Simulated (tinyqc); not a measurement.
Bulk transistor, scale length and short-channel effects: one step of the calculation.

A gate, an insulator of thickness ti and a depleted layer of depth ts on a conducting body. Below threshold the potential that source and drain add obeys Laplace's equation and vanishes on the gate and at the bottom of the depleted layer. Its lowest mode decays along the channel as exp(-k y); k is the smallest positive root of the matching condition at the interface, and the scale length is Lambda = pi/k.

Question. Decay constant by Newton steps. f(k) = eps_r sin(k ti) cos(k ts) + ei cos(k ti) sin(k ts); f' by a central difference with +/- 1e-5 1/nm; k(new) = k - f/f'.

Values chosen for this exercise; permittivities: semiconductor close to that of In0.53Ga0.47As, insulator close to that of hafnium oxide:
- eps_r = 13.8 (relative permittivity of the semiconductor)
- ei = 22.5 (relative permittivity of the insulator)
- ti = 4.2 nm (insulator thickness)
- ts = 20 nm (depletion depth)

k at the start = 0.13125000 1/nm

Find: f; f'; k after iteration 1.

Answer.

f = 3.1824
f' = -472.10 nm
k after iteration 1 = 0.13799 1/nm

tinyqc, about 0.01 s, one thread, Intel Xeon 2.30GHz (shared host): `OMP_NUM_THREADS=1 python tinyqc.py 2420032 2420033 out.jsonl`
